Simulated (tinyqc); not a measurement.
What moves the results: complex band structure along [001] in sp3s* tight binding. A value that a table varies takes the place of the one given here.

For k = (0, 0, kz) the phase sums are g0 = cos(phi) and g3 = i sin(phi), phi = kz a/4, and the s, pz, s* orbitals of anion (a) and cation (c) decouple from px, py. With z = exp(i phi), H(z) = H0 + z T + T^T/z for any complex z. H0 is diagonal (Esa, Epa, Exa, Esc, Epc, Exc). The anion-cation block is B(z) = z U + W/z and the cation-anion block z W^T + U^T/z, where U has Vss/2 (s,s), Vsapc/2 (s,z), -Vscpa/2 (z,s), Vxx/2 (z,z), Vxapc/2 (s*,z), -Vpaxc/2 (z,s*), and W has the same values with the s-z and s*-z signs reversed. |z| = 1 is a band state, |z| < 1 decays along [001] as exp(-kappa d) over a distance d, kappa = -(4/a) ln|z|. No spin-orbit coupling.

Values chosen for the exercise (near a published set for GaP, fitted to gaps, whose masses and valley positions are rough (light masses up to twice too heavy); shifted at random, so the results belong to these values and not to a real crystal): p = (-8.162, 1.135, -2.187, 4.102, 8.419, 7.199, -7.384, 2.172, 5.182, 4.325, 6.34, 4.601, 5.11) eV (order Esa, Epa, Esc, Epc, Exa, Exc, Vss, Vxx, Vxy, Vsapc, Vscpa, Vxapc, Vpaxc); a = 5.449 angstrom (lattice constant); Eg = 2.387 eV (top of the energy range, the indirect gap); dE = 0.92 eV (E - Ev).

## Two branches across an indirect gap

Ev = -0.01178 eV

The smallest kappa with Re kz = 0 and the smallest with Re kz > 0, at energies E from Ev; a dash: no such root.

Decay constants:

| E/Eg | E (eV) | kappa at Gamma (1/angstrom) | kappa off Gamma (1/angstrom) | its Re kz (2 pi/a) |
|---|---|---|---|---|
| 0.05 | 0.1193 | 0.0661 | 0.7293 | 0.834 |
| 0.20 | 0.4774 | 0.1250 | 0.6852 | 0.840 |
| 0.35 | 0.8355 | 0.1550 | 0.6352 | 0.847 |
| 0.50 | 1.1935 | 0.1714 | 0.5770 | 0.857 |
| 0.65 | 1.5515 | 0.1772 | 0.5070 | 0.869 |
| 0.80 | 1.9096 | 0.1718 | 0.4171 | 0.889 |
| 0.90 | 2.1483 | 0.1604 | 0.3352 | 0.916 |
| 0.97 | 2.3154 | 0.1469 | 0.2163 | 1.000 |

The branch at Gamma decays more slowly on all rows listed; the other takes over only closer to its band edge, where its kappa goes to zero. The two differ in Re kz, so passing from one to the other needs kz from an abrupt interface, a steep field, a phonon or a defect. Valleys off the [001] axis, such as L, are not seen on these branches.

## Energy and lattice constant

The slowest root of the s-pz block and the heavy-hole branch, sinh^2(kappa a/4) = ((E - Epa)(E - Epc) - Vxx^2)/(Vxx^2 - Vxy^2), at E = Ev + dE with Ev the lower root of [[Epa, Vxx], [Vxx, Epc]]; the couplings are kept when a changes. Each row changes one parameter from the base and keeps the others.

Results:

| case | slowest kappa (1/angstrom) | heavy-hole kappa (1/angstrom) |
|---|---|---|
| base | 0.1599 | 0.3031 |
| dE = 0.89 eV | 0.1583 | 0.2994 |
| a = 5.612 angstrom | 0.1553 | 0.2943 |

The largest shifts from the base row, up to three for each result and ties (the steps differ in size, so this ranks the rows, not the parameters). slowest kappa (1/angstrom): a -0.0046, dE -0.0017. heavy-hole kappa (1/angstrom): a -0.0088, dE -0.0037. With the couplings fixed, kappa a stays, so kappa scales as 1/a.

Computed by tinyqc, a small Python program: `OMP_NUM_THREADS=1 python tinyqc.py 1482606 1482607 out.jsonl` (the numbers bound the seed that draws the inputs); one thread of a shared host (Intel(R) Xeon(R) Processor @ 2.30GHz), about 0.01 s for the whole set of steps.
